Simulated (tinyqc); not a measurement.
Capacitances against the line height.

Endless row of lines of width wl, height tl and space sl between grounded planes at distance hd; e2 fills the gaps beside the lines, e1 the rest. Laplace's equation is solved on meshes of 3, 6 and 12 steps per unit u and extrapolated (Aitken), which is good to about 0.2 %. C_even (all lines at 1 V) is the capacitance Cg to the planes; C_odd (neighbours in antiphase) = Cg + 4 Cc if only nearest neighbours couple, which defines Cc; total with quiet neighbours Cg + 2 Cc. Plate values 2 eps0 e1 wl/hd and eps0 e2 tl/sl.

Values chosen for this exercise: relative permittivity above and below the lines e1 = 3; relative permittivity between the lines e2 = 1; line width, in units u wl = 6 u; space between lines sl = 8 u; distance to each plane hd = 4 u.

Constants: eps0 = 8.8541878128e-12 F/m. Results are converted to the units shown.

The same in every row: plate Cg (aF/um) = 79.7.

Results:
```
tl (u),Cg (aF/um),Cc (aF/um),Cg + 2 Cc (aF/um),C_odd (aF/um),plate Cc (aF/um),"share of coupling, 2 Cc/(Cg + 2 Cc) (%)"
2,132,2.55,137,142,2.21,3.72
4,136,3.93,144,152,4.43,5.45
8,140,7.62,155,170,8.85,9.84
12,140,11.9,164,188,13.3,14.5
16,140,16.3,173,205,17.7,18.8
```

Estimate the missing row, tl = 6 u.

Computed row:
```
tl (u),Cg (aF/um),Cc (aF/um),Cg + 2 Cc (aF/um),C_odd (aF/um),plate Cc (aF/um),"share of coupling, 2 Cc/(Cg + 2 Cc) (%)"
6,139,5.65,150,161,6.64,7.55
```

With this row back in the table: As tl goes from 2 to 16, Cg rises from 132 to 140 aF/um, Cc rises from 2.55 to 16.3 aF/um and the share of coupling rises from 3.72 to 18.8 %. Cg is 1.66 times its plate value in the first row and 1.76 times in the last; for Cc the ratios are 1.15 and 0.918. Neighbours in antiphase raise the load by a factor of 1.04 and 1.19 over quiet ones.

Computed by the program tinyqc: `OMP_NUM_THREADS=1 python tinyqc.py 2790144 2790145 out.jsonl`, one thread of a shared Intel Xeon 2.30GHz, about 0.8 s for the whole run.
